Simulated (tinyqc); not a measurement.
Tunnelling through a gate dielectric, WKB transmission and Tsu-Esaki current: two steps of the calculation.

Electrons leave the emitter at x = 0. Energies E (motion across the layers) are in eV from the emitter Fermi level; the collector Fermi level lies at -V and offers states at every E. No charge in the dielectric and no image force: F1 = V/t1, U = phi1 - F1 x. With C = hbar^2/(2 m0), kappa = sqrt(m (U - E)/C) where U > E and 0 elsewhere; T(E) = exp(-S), S = 2 times the integral of kappa over x.

Values chosen for this exercise; dielectric values close to those of aluminium oxide:
```
symbol  value  unit                                                        meaning
T         400     K                                                    temperature
Ef       0.35    eV              Fermi energy of the emitter above its band bottom
me          1    m0                            emitter mass in the supply function
phi1     2.59    eV  barrier of layer 1 above the emitter Fermi level at zero bias
m1        0.4    m0                                     tunnelling mass of layer 1
t1        3.3    nm                                           thickness of layer 1
V         0.5     V                                  voltage across the dielectric
E           0    eV                                energy of the electron followed
nc          5                                                  cells in each layer
Ea      -0.35    eV                                   lower end of the energy grid
Eb       0.41    eV                                   upper end of the energy grid
nE          9                                            points of the energy grid
```

Constants: q = 1.602176634e-19 C, kB = 1.380649e-23 J/K, hbar = 1.054571817e-34 J s, m0 = 9.1093837015e-31 kg, Vt = kB T/q, hbar^2/(2 m0) = 0.0380998212 eV nm^2. Results are converted to the units shown.

Question 1. WKB exponent by the midpoint rule. Cut each layer into nc equal cells, take U and kappa at the cell centres, and sum S = 2 sum kappa h.

Give: x; U; kappa; S; T(E).

Answer 1.

```
cell  x (nm)  U (eV)  kappa (1/nm)
0      0.330   2.540         5.164
1      0.990   2.440         5.061
2      1.650   2.340         4.957
3      2.310   2.240         4.849
4      2.970   2.140         4.740
```

S = 32.70
T(E) = 6.301e-15

Question 2. Current density on a coarse energy grid. Each layer adds (2/F) sqrt(m/C) [G(u at its left edge) - G(u at its right edge)] to S, with u = U - E (0 where negative) and G(u) = (2/3) u^1.5. The slope follows from 1/d = -dS/dE.

J = J0 times the integral of T(E) N(E) dE, N = ln[(1 + exp(-E/Vt))/(1 + exp((-E - V)/Vt))], J0 = q^2 me m0 kB T/(2 pi^2 hbar^3) (times 1e-4 for A/cm^2 per eV), by Simpson's rule on nE equally spaced points from Ea to Eb.

Give: E; T(E); N; T(E) N; J0; J.

Answer 2.

```
point   E (eV)       T(E)         N     T(E) N
0      -0.3500  5.928e-16     10.14  6.012e-15
1      -0.2550  1.108e-15     7.398  8.198e-15
2      -0.1600  2.096e-15     4.651  9.749e-15
3      -0.0650  4.013e-15     2.027  8.134e-15
4       0.0300  7.784e-15    0.3498  2.723e-15
5       0.1250  1.531e-14   0.02626  4.021e-16
6       0.2200  3.056e-14  0.001689  5.163e-17
7       0.3150  6.196e-14  1.074e-4  6.657e-18
8       0.4100  1.278e-13  6.827e-6  8.724e-19
```

J0 = 5.578e8 A/(cm^2 eV)
J = 1.732e-6 A/cm^2

The integrand peaks at E = -0.160 eV among these points.

Numbers from tinyqc (`OMP_NUM_THREADS=1 python tinyqc.py 2540024 2540025 out.jsonl`; about 0.01 s on one thread of a shared Intel Xeon 2.30GHz).
